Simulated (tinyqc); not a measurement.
Worked calculation: carrier statistics of a doped semiconductor with parabolic bands. Values are carried at full precision from step to step, so a last printed digit may differ when a step is redone from the rounded ones.

Constants: kB = 8.617333262e-05 eV/K; hbar^2/2m0 = 3.80998211 eV angstrom^2.

Parameters, chosen for this exercise (near those of InAs; not measured data):
- Eg0 = 0.4153 eV (gap at 0 K)
- al = 0.000267 eV/K (Varshni alpha)
- be = 88 K (Varshni beta)
- T = 400 K
- ml = 0.0251 m0 (longitudinal electron mass)
- mt = 0.0251 m0 (transverse electron mass)
- Mv = 1 (equivalent valleys)
- mhh = 0.434 m0 (heavy-hole mass)
- mlh = 0.027 m0 (light-hole mass)
- ND = 1.8e+12 1/cm^3 (donors)
- NA = 9.8e+14 1/cm^3 (acceptors)
- ED = 0.00204 eV (donor level below Ec)
- EA = 0.0153 eV (acceptor level above Ev)

## Gap and thermal energy

Eg(T) = Eg0 - al T^2/(T + be) (Varshni).

Eg = 0.32776 eV
kT = 0.034469 eV

The gap has shrunk by 87.5 meV from 0 K and is 9.5 kT wide.

## Effective densities of states

m_de = Mv^(2/3) (ml mt^2)^(1/3); m_dh = (mhh^(3/2) + mlh^(3/2))^(2/3); N = 2 (m kB T/(4 pi c))^(3/2) with c = hbar^2/2m0, in 1/angstrom^3; times 1e24 for 1/cm^3.

m_de = 0.0251 m0
m_dh = 0.4385 m0
Nc = 1.5364e+17 1/cm^3
Nv = 1.1218e+19 1/cm^3

The light holes supply 1.5 % of Nv, and Nc/Nv = 0.0137.

## Intrinsic density and level

With Boltzmann statistics ni = sqrt(Nc Nv) exp(-Eg/2kT) and Ei = Eg/2 + (kT/2) ln(Nv/Nc), counted from Ev.

ni = 1.13e+16 1/cm^3
Ei = 0.2378 eV

Ei lies 73.9 meV above midgap, towards the band with the smaller density of states. Ei is within 3 kT of a band edge, so this Boltzmann value of ni is only rough.

## Neutrality by bisection

Energies are counted from Ev, so Ec = Eg. n = Nc F_1/2((EF - Eg)/kT), p = Nv F_1/2(-EF/kT), ND+ = ND/(1 + 2 exp((EF - Eg + ED)/kT)), NA- = NA/(1 + 4 exp((EA - EF)/kT)); neutrality asks p + ND+ = n + NA-. F_j(eta) = (1/Gamma(j + 1)) integral_0^infinity x^j dx/(1 + exp(x - eta)), which tends to exp(eta) for eta << 0.

Start from the bracket [-0.2 eV, Eg + 0.2 eV]; at the midpoint EF take the sign of p + ND+ - n - NA-; where it is positive EF must rise. Fourteen steps are shown.

Bisection (eV, 1/cm^3):

| step | low | high | EF | n | p | ND+ | NA- | sign |
|---|---|---|---|---|---|---|---|---|
| 1 | -0.20000 | 0.52776 | 0.16388 | 1.32e+15 | 9.63e+16 | 1.77e+12 | 9.30e+14 | + |
| 2 | 0.16388 | 0.52776 | 0.34582 | 1.75e+17 | 4.93e+14 | 3.93e+11 | 9.80e+14 | - |
| 3 | 0.16388 | 0.34582 | 0.25485 | 1.78e+16 | 6.90e+15 | 1.43e+12 | 9.76e+14 | - |
| 4 | 0.16388 | 0.25485 | 0.20936 | 4.90e+15 | 2.58e+16 | 1.68e+12 | 9.66e+14 | + |
| 5 | 0.20936 | 0.25485 | 0.23211 | 9.37e+15 | 1.33e+16 | 1.59e+12 | 9.73e+14 | + |
| 6 | 0.23211 | 0.25485 | 0.24348 | 1.29e+16 | 9.60e+15 | 1.52e+12 | 9.75e+14 | - |
| 7 | 0.23211 | 0.24348 | 0.23779 | 1.10e+16 | 1.13e+16 | 1.56e+12 | 9.74e+14 | - |
| 8 | 0.23211 | 0.23779 | 0.23495 | 1.02e+16 | 1.23e+16 | 1.57e+12 | 9.73e+14 | + |
| 9 | 0.23495 | 0.23779 | 0.23637 | 1.06e+16 | 1.18e+16 | 1.57e+12 | 9.74e+14 | + |
| 10 | 0.23637 | 0.23779 | 0.23708 | 1.08e+16 | 1.16e+16 | 1.56e+12 | 9.74e+14 | - |
| 11 | 0.23637 | 0.23708 | 0.23673 | 1.07e+16 | 1.17e+16 | 1.56e+12 | 9.74e+14 | + |
| 12 | 0.23673 | 0.23708 | 0.23690 | 1.07e+16 | 1.16e+16 | 1.56e+12 | 9.74e+14 | - |
| 13 | 0.23673 | 0.23690 | 0.23682 | 1.07e+16 | 1.16e+16 | 1.56e+12 | 9.74e+14 | - |
| 14 | 0.23673 | 0.23682 | 0.23677 | 1.07e+16 | 1.17e+16 | 1.56e+12 | 9.74e+14 | - |

Each step halves the bracket, which is 0.089 meV wide at the last row.

## The neutral state

Solve the neutrality condition for EF to convergence.

EF = 0.2367 eV
n = 1.07e+16 1/cm^3
p = 1.17e+16 1/cm^3
ND+ = 1.56e+12 1/cm^3
NA- = 9.74e+14 1/cm^3

The material is nearly intrinsic; 99.4 % of the acceptors are ionised. EF lies 6.87 kT inside the gap from the valence edge, but within 3 kT of the other edge or beyond it, so the Fermi integral is needed; n p/(Nc Nv exp(-Eg/kT)) = 0.975.

## Checks

- F_1/2(1) by the trapezoid rule against adaptive quadrature: both 1.575641.
- Positive against negative charge at the solution (1/cm^3): both 1.16665e+16.

Program tinyqc; command `OMP_NUM_THREADS=1 python tinyqc.py 1681999 1682000 out.jsonl`; about 0.01 s on one thread of a shared Intel(R) Xeon(R) Processor @ 2.30GHz.
